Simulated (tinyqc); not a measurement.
Two regimes over temperature: microkinetic model of low-temperature epitaxy from hydride gases: adsorption, hydrogen desorption and rate control. Computed by tinyqc, a small Python program. Command: `OMP_NUM_THREADS=1 python tinyqc.py 3012337 3012338 out.jsonl hepi walk`. One thread of a shared host (Intel(R) Xeon(R) Processor @ 2.30GHz), about 0.01 s of CPU time with the checks.

Each hydride molecule needs two free sites and leaves four hydrogen atoms, of which two leave at once as H2; theta is the hydrogen coverage, the site density is 6.78 per nm^2 and one layer is 1.358 angstrom thick.

Inputs (values chosen for the exercise, close to those used for silane, with second-order desorption as on Si(111) but the site density of Si(001)):
```
quantity                            value  unit
silane pressure p_S                  0.29    Pa
sticking prefactor of silane s0     0.024     -
adsorption barrier E_s               0.27    eV
desorption prefactor nu_d         4.2e+12   1/s
desorption energy on silicon E_d     2.15    eV
hydrogen carrier pressure p_H           0    Pa
sticking of hydrogen s_H            6e-07     -
```

Film: silicon. Order of hydrogen desorption: second.

Constants: k_B = 8.617333262e-05 eV/K; u = 1.6605390666e-27 kg; k_B = 1.380649e-23 J/K.

Method:
- Flux per site F = p/(sqrt(2 pi M k_B T) x 6.78e18 per m^2), M = 32.12 u (silane), 2.016 u (hydrogen); s = s0 exp(-E_s/(k_B T)); k_S = s F_S = k; k_H = s_H F_H; k_d = nu_d exp(-E_d/(k_B T)).
- With k the hydride and k_H the hydrogen adsorption rate on free pairs and k_d the desorption rate, steady state: 2 (k + k_H)(1 - theta)^2 = k_d theta^2; growth rate R = k (1 - theta)^2 layers/s; 1 layer/s = 8.148 nm/min.
- Temperatures in kelvin are T(C) + 273.15.
- Limits: desorption-limited R = k_d k/(2 (k + k_H)), adsorption-limited R = k.

Growth:
```
T (C)    theta  G (nm/min)  desorption limit (nm/min)  adsorption limit (nm/min)
400    0.96995  1.2883e-03                 1.3694e-03                     1.4265
450    0.91181  1.4767e-02                 1.7762e-02                     1.8988
500    0.79311  1.0403e-01                 1.6538e-01                     2.4303
550    0.61564  4.4508e-01                 1.1743e+00                     3.0127
600    0.42494  1.2029e+00                 6.6616e+00                     3.6376
650    0.27030  2.2878e+00                 3.1312e+01                     4.2967
700    0.16612  3.4643e+00                 1.2554e+02                     4.9821
750    0.10214  4.5844e+00                 4.3945e+02                     5.6868
800    0.06402  5.6105e+00                 1.3688e+03                     6.4043
850    0.04124  6.5531e+00                 3.8533e+03                     7.1290
```

What does the comparison show, and why?

The apparent activation energy of G is 2.05 eV between the first rows and 0.32 eV between the last; full hydrogen cover gives a value near the desorption energy (plus E_s where k_H far exceeds k), a bare surface one near E_s less k_B T/2 from the flux. The coverage passes one half between 550 and 600 C, the knee of the Arrhenius plot.

Extremes, crossings and ranges named in words are read from the listed rows.
